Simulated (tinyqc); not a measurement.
## Ferroelectric with a first-order transition, Landau-Devonshire energy: polarisation and permittivity against temperature

One domain with free energy u = al P^2 + be P^4 + ga P^6 - E P, al = a0 (T - T0), be < 0 < ga (P in uC/cm^2, E in kV/cm, u in mJ/cm^3). Equilibrium: E = 2 al P + 4 be P^3 + 6 ga P^5; a state is stable against small changes where dE/dP > 0. The coercive field is that of uniform switching, which real films, switching by domains, do not reach.

Ps^2 = [-be + sqrt(be^2 - 3 al ga)]/(3 ga); Pc^2 = [-3 be + sqrt(9 be^2 - 15 al ga)]/(15 ga), Ec = -E(Pc); susceptibility chi = 1/(eps0 dE/dP). TC = T0 + be^2/(4 a0 ga), where u(Ps) = u(0); T1 = T0 + be^2/(3 a0 ga), where the polar minimum disappears. For the non-polar state chi0 = 1/(2 eps0 al).

Inputs (values chosen for the exercise):
- a0 = 0.047 kV cm/(uC K) (slope of the quadratic coefficient)
- T0 = 450 K (Curie-Weiss temperature)
- be = -0.0016 kV cm^5/uC^3 (quartic coefficient)
- ga = 5.4e-7 kV cm^9/uC^5 (sixth-order coefficient)

Constants: eps0 = 8.8541878128e-14 F/cm where lengths are in cm. Results are converted to the units shown.

Result of one run:

| T (K) | Ps (uC/cm^2) | u(Ps) (mJ/cm^3) | Ec (kV/cm) | chi at Ps | chi0 |
|---|---|---|---|---|---|
| 425 | 47.87 | -4596 | 187.3 | 291.6 | unstable |

What becomes of these results when the temperature T is changed from 425 to 330 K, all else the same?

Result of the changed run:

| T (K) | Ps (uC/cm^2) | u(Ps) (mJ/cm^3) | Ec (kV/cm) | chi at Ps | chi0 |
|---|---|---|---|---|---|
| 330 | 55.67 | -1.677e4 | 529.1 | 133.2 | unstable |

The whole series:

| T (K) | Ps (uC/cm^2) | u(Ps) (mJ/cm^3) | Ec (kV/cm) | chi at Ps | chi0 |
|---|---|---|---|---|---|
| 250 | 59.93 | -2.938e4 | 841.1 | 93.21 | unstable |
| 330 | 55.67 | -1.677e4 | 529.1 | 133.2 | unstable |
| 390 | 51.34 | -8660 | 308.8 | 200.6 | unstable |
| 425 | 47.87 | -4596 | 187.3 | 291.6 | unstable |
| 442 | 45.68 | -2845 | 130.5 | 380.1 | unstable |
| 456.7 | 43.26 | -1475 | 82.92 | 526.9 | 17930 |
| 466.8 | 41.06 | -628.9 | 51.09 | 739.8 | 7152 |
| 473.5 | 39.11 | -121.5 | 30.43 | 1051 | 5113 |
| 480.3 | 36.03 | 333.7 | 9.874 | 2162 | 3965 |
| 482.9 | 33.65 | 483.4 | 2.137 | 5316 | 3652 |

Ps falls from 59.9 to 33.7 uC/cm^2 without reaching zero, Ec falls from 841 to 2.14 kV/cm and chi rises from 93.2 to 5320. u(Ps) turns positive at TC = 475.2 K: the 2 row(s) above it are metastable, up to T1 = 483.6 K. Between T0 = 450 K and TC the non-polar state is the metastable one.

Computed by the program tinyqc: `OMP_NUM_THREADS=1 python tinyqc.py 2860053 2860054 out.jsonl`, one thread of a shared Intel Xeon 2.30GHz, about 0.01 s for the whole run.
